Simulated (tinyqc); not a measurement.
## Traps spread exponentially in energy

For traps of total density Nt spread as exp(-E/kB Tc) below the band edge, with l = Tc/T: J = q mu Nc [eps0 eps_r l/(q Nt (l + 1))]^l [(2 l + 1)/(l + 1)]^(l + 1) V^(l + 1)/L^(2 l + 1). It needs trapped charge far above free charge, so only rows below a fifth of the trap-free current (9/8) eps0 eps_r mu V^2/L^3 are listed.

Parameters, values chosen for the exercise:

| symbol | value | unit | meaning |
|---|---|---|---|
| eps_r | 9.1 |  | relative permittivity |
| mu | 20 | cm^2/(V s) | mobility |
| L | 360 | nm | thickness |
| Nc | 8e19 | cm^-3 | band density of states |
| Nt | 1.1e18 | cm^-3 | trap density |
| V | 7.7 | V | voltage |

Constants: q = 1.602176634e-19 C, eps0 = 8.8541878128e-14 F/cm where lengths are in cm. Results are converted to the units shown.

Traps spread exponentially in energy:
```
l,exponent of V,exponent of 1/L,J (A/cm^2)
3.2,4.2000,7.4000,2415.1
4,5.0000,9.0000,231.01
4.8,5.8000,10.600,22.207
5.7,6.7000,12.400,1.5986
6.5,7.5000,14.000,0.15448
7.3,8.3000,15.600,0.014948
8.2,9.2000,17.400,0.0010815
9,10.000,19.000,1.0483e-4
```

J falls from 2420 to 1.05e-4 A/cm^2 at V = 7.7 V, well below q Nt L^2/(2 eps0 eps_r) = 142 V, near which the curves for different l come together. A slope above 2 on a log-log plot gives l, and its change with temperature tests the model.

Program tinyqc, `OMP_NUM_THREADS=1 python tinyqc.py 2370044 2370045 out.jsonl`; Intel Xeon 2.30GHz, shared host, one thread, about 0.01 s.
